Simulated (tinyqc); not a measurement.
Thin-film transistor with exponential tail and deep states, accumulation layer: course of the iteration: surface potential by Newton steps.

An undoped film in accumulation, thicker than the space-charge layer. With band bending psi the Fermi level lies E0 - psi below the band edge. Free electrons n = n0 exp(psi/Vt) carry the current; electrons in two exponential distributions of traps, a = a0 exp(psi/Va) and d = d0 exp(psi/Vp), do not. Linear regime, ohmic contacts, traps in equilibrium.

Va = kB Tt/q, Vp = kB Td/q. G(psi) = sum over the three kinds of c0 [V (exp(psi/V) - 1) - psi], field F = sqrt(2 q G/(eps0 eps_r)); Vg = psi + eps0 eps_r F/Ci at the surface. f = psi + eps0 eps_r F/Ci - Vg, f' = 1 + q rho/(Ci F) with rho = sum c0 (exp(psi/V) - 1); psi(new) = psi - f/f'.

Stop when psi changes by less than 1e-10 V, or after 30 iterations. psi must stay between 0 and 5 V.

Values chosen for this exercise; values close to those of an organic semiconductor: temperature T = 290 K; relative permittivity of the semiconductor eps_r = 3.2; characteristic temperature of the tail Tt = 490 K; characteristic temperature of the deep states Td = 1250 K; gate capacitance Ci = 100 nF/cm^2; gate voltage above flat band Vg = 3.6 V.

Constants: q = 1.602176634e-19 C, kB = 1.380649e-23 J/K, Vt = kB T/q, eps0 = 8.8541878128e-14 F/cm where lengths are in cm. Results are converted to the units shown.

psi at the start = 0.39 V
n0 = 7.54625e8 cm^-3
a0 = 5.57839e13 cm^-3
d0 = 8.05281e14 cm^-3

Course of the iteration:
```
iteration   psi (V)  |change| (V)
1          0.804479         0.414
2          0.751206        0.0533
3          0.695416        0.0558
4          0.638056        0.0574
5          0.586546        0.0515
6          0.554750        0.0318
7          0.545904       8.85e-3
8          0.545370       5.34e-4
9          0.545368       1.80e-6
10         0.545368      2.03e-11
```

Did this iteration meet its convergence test, and what does its course show?

Yes. Converged in 10 iterations. At the end the number of correct digits about doubles with each step.

Range of the model: The th form assumes a Fermi level far below the band edge; at the surface it overcounts the filled tail by a factor of about 1.2.

tinyqc, about 0.02 s, one thread, Intel Xeon 2.30GHz (shared host): `OMP_NUM_THREADS=1 python tinyqc.py 2610012 2610013 out.jsonl`
